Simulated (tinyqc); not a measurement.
Binding against mu: shallow acceptor in the spherical model (Baldereschi-Lipari), strong spin-orbit limit. Computed by tinyqc, a small Python program. Command: `OMP_NUM_THREADS=1 python tinyqc.py 3026280 3026281 out.jsonl acceptor walk`. One thread of a shared host (Intel(R) Xeon(R) Processor @ 2.30GHz), about 0.01 s of CPU time with the checks.

The 1S(3/2) state has an s envelope f(r) and a d envelope g(r). In effective units they obey -(f'' + 2f'/r + 2f/r) + mu (g'' + 5g'/r + 3g/r^2) = E f and -(g'' + 2g'/r - 6g/r^2 + 2g/r) + mu (f'' - f'/r) = E g. The cubic term, the split-off band and the central cell are left out.

Inputs (values chosen for the exercise, for a model semiconductor):

| quantity | value | unit |
|---|---|---|
| Luttinger gamma_1 | 12.6 | - |
| Luttinger gamma_2 | 2.09 | - |
| Luttinger gamma_3 | 4.93 | - |
| dielectric constant eps | 13.4 | - |

Constants: Ry = 13.605693123 eV; a_0 = 0.529177210903 angstrom.

Method:
- Ry* = Ry/(gamma_1 eps^2), a* = a_0 eps gamma_1, mu = (6 gamma_3 + 4 gamma_2)/(5 gamma_1), delta = (gamma_3 - gamma_2)/gamma_1; spherical masses 1/(gamma_1 (1 - mu)) (heavy) and 1/(gamma_1 (1 + mu)) (light).
- Basis: f_i = exp(-zeta_i r), g_i = r exp(-zeta_i r), weight r^2 dr, s = zeta_i + zeta_j. S_ff = 2/s^3, H_ff = zeta_i zeta_j S_ff - 2/s^2; S_gg = 24/s^5, H_gg = 8/s^3 + 24 zeta_i zeta_j/s^5 - 12/s^4; H(f_i, g_j) = mu (6 zeta_i^2/s^4 + 2 zeta_i/s^3); S_fg = 0. Each function is normalised by sqrt(S_ii).
- Large basis: zeta_i = 0.08 x 1.55^(i-1), i = 1..20 in each channel; overlap eigenvalues below 1e-11 are dropped.

mu = 0.602222

1S(3/2):

| mu | binding (Ry*) | d weight | binding x (1 - mu) |
|---|---|---|---|
| 0.10 | 1.0091 | 0.00424 | 0.90817 |
| 0.18 | 1.0301 | 0.01377 | 0.84466 |
| 0.36 | 1.1336 | 0.05590 | 0.72549 |
| 0.50 | 1.2985 | 0.10979 | 0.64927 |
| 0.60 | 1.5029 | 0.16074 | 0.60117 |
| 0.80 | 2.5802 | 0.29828 | 0.51604 |
| 0.90 | 4.7683 | 0.38818 | 0.47683 |
| 0.95 | 9.1447 | 0.44002 | 0.45723 |

The binding grows from 1.009 to 9.14 Ry*, slowly at first (second order in mu), while the d weight rises to 0.44. The last column, the binding in units of the heavy-hole Rydberg, falls to 0.457, towards about 0.44 as mu tends to 1. Caution: gamma_3 and gamma_2 differ by more than 0.17 gamma_1: band warping, left out here, adds several per cent to the binding.
